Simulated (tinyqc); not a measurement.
Comparisons within one model: three-level Kane dispersion of a narrow-gap semiconductor. A value that a table varies takes the place of the one given here.

Zero of energy at Gamma8, c = hbar^2/2m0, P^2 = Ep c. The free-electron term and remote bands are left out, so the heavy holes are flat at E = 0 and the other three bands obey E (E - Eg)(E + Dso) = P^2 k^2 (E + 2 Dso/3). The conduction band is the highest root; its edge is Ec = max(Eg, 0).

Degenerate electrons at T = 0: kF = (3 pi^2 n)^(1/3), 1 cm^-3 = 1e-24 angstrom^-3; EF is the highest root at kF. The momentum (cyclotron, optical) mass is m(E) = hbar^2 k/(dE/dk) = c d(k^2)/dE with d(k^2)/dE = k^2 [1/E + 1/(E - Eg) + 1/(E + Dso) - 1/(E + 2 Dso/3)]; the density of states is k d(k^2)/dE/(2 pi^2).

Edge mass m0* = Eg (Eg + Dso)/(Ep (Eg + 2 Dso/3)).
Constants: hbar^2/2m0 = 3.80998211 eV angstrom^2.

Inputs chosen for the exercise (near those of InSb; not measured data): Eg = 0.244 eV (E(Gamma6) - E(Gamma8)); Dso = 0.84 eV (spin-orbit splitting); Ep = 22.9 eV (Kane energy); k = 0.026 1/angstrom (wave vector); n = 3.6e+16 cm^-3 (electron density).

## Filling the band

n from 1e15 to 1e19 cm^-3. The last column is the local power d ln(EF - Ec)/d ln n = kF^2/(1.5 (EF - Ec) d(k^2)/dE).

Results:

| n (cm^-3) | kF (1/angstrom) | EF - Ec (meV) | parabolic (meV) | m(EF) | m(EF)/m0* | power |
|---|---|---|---|---|---|---|
| 1.0e+15 | 0.00309 | 2.5 | 2.5 | 0.0146 | 1.02 | 0.660 |
| 1.0e+16 | 0.00667 | 11.3 | 11.8 | 0.0156 | 1.09 | 0.641 |
| 3.0e+16 | 0.00961 | 22.6 | 24.5 | 0.0168 | 1.17 | 0.619 |
| 1.0e+17 | 0.01436 | 46.6 | 54.7 | 0.0193 | 1.35 | 0.581 |
| 3.0e+17 | 0.02071 | 86.2 | 113.8 | 0.0235 | 1.63 | 0.539 |
| 1.0e+18 | 0.03094 | 160.1 | 253.8 | 0.0309 | 2.15 | 0.491 |
| 3.0e+18 | 0.04462 | 268.7 | 528.0 | 0.0416 | 2.89 | 0.453 |
| 1.0e+19 | 0.06665 | 454.1 | 1178.2 | 0.0591 | 4.11 | 0.421 |

The power falls from 0.660 to 0.421: 2/3 marks a parabola, 1/3 a linear band. The parabola is within 10 % up to n = 3.0e+16 cm^-3. The mass has doubled by n = 1.0e+18 cm^-3 and ends at 4.1 times its edge value.

## Closing and inverting the gap

Eg is varied at fixed k, Dso and Ep. Edge mass: Eg (Eg + Dso)/(Ep (Eg + 2 Dso/3)) for Eg > 0, 3 |Eg|/(2 Ep) for Eg < 0. The Gamma6 weight of the conduction state is 1/(1 + P^2 k^2 [(2/3)/E^2 + (1/3)/(E + Dso)^2]).

Results:

| Eg (eV) | m0* | highest root (eV) | middle (eV) | lowest (eV) | E - Ec (meV) | Gamma6 weight |
|---|---|---|---|---|---|---|
| -0.400 | 0.02620 | 0.0848 | -0.4402 | -0.8847 | 84.8 | 0.154 |
| -0.200 | 0.01310 | 0.1279 | -0.2965 | -0.8714 | 127.9 | 0.292 |
| -0.080 | 0.00524 | 0.1703 | -0.2238 | -0.8665 | 170.3 | 0.421 |
| -0.020 | 0.00131 | 0.1978 | -0.1932 | -0.8646 | 197.8 | 0.494 |
| 0.020 | 0.00129 | 0.2185 | -0.1751 | -0.8635 | 198.5 | 0.543 |
| 0.080 | 0.00502 | 0.2532 | -0.1513 | -0.8619 | 173.2 | 0.614 |
| 0.200 | 0.01195 | 0.3343 | -0.1149 | -0.8594 | 134.3 | 0.732 |
| 0.400 | 0.02256 | 0.4943 | -0.0780 | -0.8562 | 94.3 | 0.853 |

The edge mass vanishes with |Eg| from both sides, yet the kinetic energy at this k stays finite, at most 198.5 meV in the table; at Eg = 0 the two-level form, without the split-off band, gives the linear value sqrt(2/3) P k = 198.3 meV. The Gamma6 weight of the conduction state goes smoothly from 0.15 to 0.85 and is 0.49 and 0.54 in the two rows next to Eg = 0: at finite k nothing jumps at the inversion.

## What each parameter does

Edge mass, EF - Ec and m(EF). Each row changes one parameter from the base and keeps the others.

Results:

| case | m0* (m0) | EF - Ec (meV) | m(EF) (m0) |
|---|---|---|---|
| base | 0.01437 | 25.28 | 0.01708 |
| n = 7.2e+16 cm^-3 | 0.01437 | 38.41 | 0.01848 |
| Eg = 0.2806 eV | 0.01633 | 22.67 | 0.01874 |
| Dso = 0.966 eV | 0.01452 | 25.02 | 0.01725 |
| Ep = 19.465 eV | 0.01690 | 21.75 | 0.01966 |

The largest shifts from the base row, up to three for each result and ties (the steps differ in size, so this ranks the rows, not the parameters). m0* (m0): Ep +0.00254, Eg +0.00197, Dso +0.00015; unchanged at the printed digits by n. EF - Ec (meV): n +13.13, Ep -3.53, Eg -2.61. m(EF) (m0): Ep +0.00257, Eg +0.00165, n +0.00139.

Run: tinyqc, `OMP_NUM_THREADS=1 python tinyqc.py 1050020 1050021 out.jsonl`; Intel(R) Xeon(R) Processor @ 2.30GHz, one thread, shared host; about 0.01 s of CPU time with all checks.
